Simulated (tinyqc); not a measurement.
Collinear exchange A + BC -> AB + C on a London-Eyring-Polanyi-Sato surface: saddle, string of images and rate: one step, computed by the program tinyqc.

x = r(AB), y = r(BC), r(AC) = x + y. V is counted from separated atoms, the barrier from A + BC, that is V + D(BC).

Question. Frequencies at the saddle. Wilson matrix G = [[1/m_A + 1/m_B, -1/m_B], [-1/m_B, 1/m_B + 1/m_C]]; eigenvalues lambda of G H give nu = 15.6333042 THz x sqrt(|lambda|), the negative one being imaginary. Reactant: nu_BC from k = 2 D beta^2 and 1/m_B + 1/m_C. Skew angle: cos = sqrt(m_A m_C/((m_A + m_B)(m_B + m_C))).

Inputs (values chosen for the exercise, bond data loosely for abstraction of hydrogen from a Ge-H bond by a hydrogen atom; the barrier is not fitted):
```
quantity   value        unit
D(BC)       3.69          eV
beta(BC)    1.45  1/angstrom
mass of A  1.008           u
mass of B  1.008           u
mass of C   72.6           u
```

Hessian (eV/angstrom^2):
```
          x         y
x  -0.74407   2.81008
y   2.81008  11.57259
```

Constants: nu for 1 eV/(angstrom^2 u) = 15.6333042 THz.

Give: imaginary frequency; real frequency at the saddle; nu_BC; skew angle.

Answer.

imaginary frequency = 24.18 THz

real frequency at the saddle = 41.30 THz

nu_BC = 61.76 THz

skew angle = 45.39 degrees
